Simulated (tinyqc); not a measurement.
What each parameter does: nanosheet or nanowire with hard walls, valleys of the Si type.

Six ellipsoidal valleys along the cube axes: inverse mass tensor w = 1/mt + (1/ml - 1/mt) a a^T with a the unit axis. Device axes: x along the channel, z = [001], y = z x x.

Hard walls around a W x H rectangle. The block w_c of w in (y, z) confines; the transport mass follows from 1/m_x = w_xx - w_xc w_c^-1 w_cx. The cross-section problem c (w_yy ky^2 + 2 w_yz ky kz + w_zz kz^2), c = hbar^2/2m0, is solved in products sin(n pi y/W) sin(l pi z/H), n, l = 1 to 12; if w_yz = 0 the levels are c pi^2 (w_yy n^2/W^2 + w_zz l^2/H^2). The w_yz term couples (n, l) to (n', l') by -2 c w_yz D_nn'(W) D_ll'(H) with D_nm(L) = 4 n m/(L (n^2 - m^2)) for n + m odd and 0 otherwise.

Without degeneracy the line density is N1 exp((EF - Ec)/kB T) with N1 = sum 2 g sqrt(m_x kB T/(4 pi c)) exp(-E/kB T), here over n, l up to 80 where w_yz = 0 and over all levels of a 12 x 12 sine basis otherwise; the classical value is W H Nc with Nc = 2 g_all (m_dos kB T/(4 pi c))^(3/2), m_dos = (ml mt^2)^(1/3); dVt = kB T ln(W H Nc/N1).

Constants: hbar^2/2m0 = 3.80998211 eV angstrom^2; kB = 8.617333262e-05 eV/K.

Values chosen for the exercise (near those of Si; shifted at random, so the results belong to these values and not to a real crystal): ml = 0.899 m0 (longitudinal mass); mt = 0.191 m0 (transverse mass); T = 77 K (temperature); g_all = 6 (number of valleys); channel = 100 (transport direction x on a (001) wafer); W = 165 angstrom (width, along y); H = 54 angstrom (height, along z = [001]).

E1 and E2 are the two lowest subband edges over all groups.

One parameter was then changed.

Results before and after:

| case | E1 (eV) | E2 - E1 (meV) | m_x of lowest (m0) | dVt (mV) |
|---|---|---|---|---|
| base | 0.0216 | 21.7 | 0.191 | 24.1 |
| changed | 0.0204 | 18.2 | 0.191 | 23.4 |

Which of these changes was made? (a) W = 180 angstrom; (b) T = 47 K; (c) ml = 0.989 m0; (d) H = 48 angstrom; (e) mt = 0.172 m0.

Answer: (a) W = 180 angstrom. Of the candidates, run in turn, only this one gives the changed row.

All candidates:

| case | E1 (eV) | E2 - E1 (meV) | m_x of lowest (m0) | dVt (mV) |
|---|---|---|---|---|
| base | 0.0216 | 21.7 | 0.191 | 24.1 |
| W = 180 angstrom | 0.0204 | 18.2 | 0.191 | 23.4 |
| H = 48 angstrom | 0.0254 | 21.7 | 0.191 | 27.2 |
| T = 47 K | 0.0216 | 21.7 | 0.191 | 21.3 |
| ml = 0.989 m0 | 0.0203 | 21.7 | 0.191 | 23.2 |
| mt = 0.172 m0 | 0.0224 | 24.1 | 0.172 | 24.7 |

Run: tinyqc, `OMP_NUM_THREADS=1 python tinyqc.py 1282167 1282168 out.jsonl`; Intel(R) Xeon(R) Processor @ 2.30GHz, one thread, shared host; about 0.02 s of CPU time with all checks.
